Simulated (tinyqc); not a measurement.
# Capacitances against the relative permittivity between the lines

Endless row of lines of width wl, height tl and space sl between grounded planes at distance hd; e2 fills the gaps beside the lines, e1 the rest. Laplace's equation is solved on meshes of 3, 6 and 12 steps per unit u and extrapolated (Aitken), which is good to about 0.2 %. C_even (all lines at 1 V) is the capacitance Cg to the planes; C_odd (neighbours in antiphase) = Cg + 4 Cc if only nearest neighbours couple, which defines Cc; total with quiet neighbours Cg + 2 Cc. Plate values 2 eps0 e1 wl/hd and eps0 e2 tl/sl.

Values chosen for this exercise: relative permittivity above and below the lines e1 = 3.9; line width, in units u wl = 4 u; line height tl = 8 u; space between lines sl = 6 u; distance to each plane hd = 6 u.

Constants: eps0 = 8.8541878128e-12 F/m. Results are converted to the units shown.

The same in every row: plate Cg (aF/um) = 46.0.

Result of one run:
```
e2  Cg (aF/um)  Cc (aF/um)  Cg + 2 Cc (aF/um)  C_odd (aF/um)  plate Cc (aF/um)  share of coupling, 2 Cc/(Cg + 2 Cc) (%)
5          106        65.9                238            369              59.0                                     55.5
```

What becomes of these results when the relative permittivity between the lines e2 is changed from 5 to 3, all else the same?

Result of the changed run:
```
e2  Cg (aF/um)  Cc (aF/um)  Cg + 2 Cc (aF/um)  C_odd (aF/um)  plate Cc (aF/um)  share of coupling, 2 Cc/(Cg + 2 Cc) (%)
3          103        42.7                188            273              35.4                                     45.4
```

The whole series:
```
e2   Cg (aF/um)  Cc (aF/um)  Cg + 2 Cc (aF/um)  C_odd (aF/um)  plate Cc (aF/um)  share of coupling, 2 Cc/(Cg + 2 Cc) (%)
1          96.3        19.8                136            175              11.8                                     29.1
1.5        98.4        25.4                149            200              17.7                                     34.1
2           100        31.1                162            225              23.6                                     38.4
2.5         101        36.9                175            249              29.5                                     42.1
3           103        42.7                188            273              35.4                                     45.4
3.9         104        53.1                210            317              46.0                                     50.5
5           106        65.9                238            369              59.0                                     55.5
7           108        89.3                286            465              82.6                                     62.4
```

As e2 goes from 1 to 7, Cg rises from 96.3 to 108 aF/um, Cc rises from 19.8 to 89.3 aF/um and the share of coupling rises from 29.1 to 62.4 %. Cg is 2.09 times its plate value in the first row and 2.34 times in the last; for Cc the ratios are 1.67 and 1.08. Neighbours in antiphase raise the load by a factor of 1.29 and 1.62 over quiet ones.

tinyqc, about 0.9 s, one thread, Intel Xeon 2.30GHz (shared host): `OMP_NUM_THREADS=1 python tinyqc.py 2790106 2790107 out.jsonl`
